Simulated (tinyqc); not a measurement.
MOSFET in saturation, small-signal circuit and noise: one step of the calculation.

Bias by the inversion coefficient IC = I/Ispec (charge-based model with velocity saturation; weak inversion below 0.1, strong above 10). Common-source circuit: gm, gds, Cgs, Cgd and Cj at the inner nodes, Rg in series with the gate; quasi-static, no source or drain resistance, no gate-body capacitance, no substrate network, no induced gate noise, so fmax is an upper estimate.

Question. Admittance matrix. Inner admittances at w = 2 pi f: y11 = i w (Cgs + Cgd), y12 = -i w Cgd, y21 = gm - i w Cgd, y22 = gds + i w (Cgd + Cd). Invert to Z, add Rg to Z11 and invert back to Y.

Parameters, values chosen for the exercise:
```
symbol  value  unit           meaning
f           5   GHz  signal frequency
```

gm = 19.617564 mS
gds = 1.9617564 mS
Cgs = 17.707676 fF
Cgd = 13.2 fF
Cd = 19.6 fF
Rg = 3.2440476 ohm

Find: inner y; Y with Rg.

Answer.

inner y (mS):
```
	1	2
1	0.00+0.97i	0.00-0.41i
2	19.62-0.41i	1.96+1.03i
```

Y with Rg (mS):
```
	1	2
1	0.00+0.97i	0.00-0.41i
2	19.62-0.48i	1.96+1.06i
```

Numbers from tinyqc (`OMP_NUM_THREADS=1 python tinyqc.py 2150106 2150107 out.jsonl`; about 0.01 s on one thread of a shared Intel Xeon 2.30GHz).
